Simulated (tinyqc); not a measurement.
Worked calculation: G0W0 on RHF in the sto-3g basis, for H3+, spin multiplicity 1. One step of it, computed by the program tinyqc.

Question. G0W0 on Hartree-Fock: HOMO. W(p,q,m) = sqrt2 sum_ia (pq|ia) (X+Y)_ia,m; Sigma_c(x) = sum_(i,m) W^2/(x - e_i + w_m) + sum_(a,m) W^2/(x - e_a - w_m); solve x = e_p + Sigma_c(x) by Newton steps; Z = 1/(1 - dSigma/dx); 1 hartree = 27.211386 eV.

orbital energies (hartree): MO1 -1.243985, MO2 -0.009383, MO3 -0.008797

Two-electron integrals over orbitals (pq|rs), unique and non-zero (hartree):
```
(11|11) 0.620855    (21|11) -0.000013   (21|21) 0.143853    (22|11) 0.601813
(22|21) 0.016962    (22|22) 0.678814    (31|11) 0.000068    (31|22) -0.087105
(31|31) 0.143853    (32|21) -0.087167   (32|22) -0.000013   (32|31) -0.016958
(32|32) 0.071045    (33|11) 0.601889    (33|21) -0.016970   (33|22) 0.536869
(33|31) 0.087148    (33|32) 0.000013    (33|33) 0.678855
```

excitation energies w (hartree): [1.494873, 1.495469]

X + Y, order 1>2, 1>3:
$$\begin{pmatrix}
0.908785 & 0.000006 \\
-0.000006 & 0.908820
\end{pmatrix}$$

Give: The 12 largest terms at x = e_p; Newton steps; quasiparticle energy of the HOMO; Hartree-Fock value.

Answer.

The 12 largest terms at x = e_p (hartree; W for the signs of X + Y given):
```
q  m          W      term
2  1      0.185    -0.013
3  2      0.185    -0.013
1  2   8.79e-05  5.17e-09
1  1  -1.71e-05  1.96e-10
2  2   1.31e-06         0
3  1  -1.31e-06         0
```

Newton steps (hartree):
```
step       x  Sigma_c(x)      Z
0     -1.244      -0.025  0.991
1     -1.269      -0.025  0.991
2     -1.269      -0.025  0.991
```

quasiparticle energy of the HOMO = -34.526 eV

Hartree-Fock value = -33.851 eV
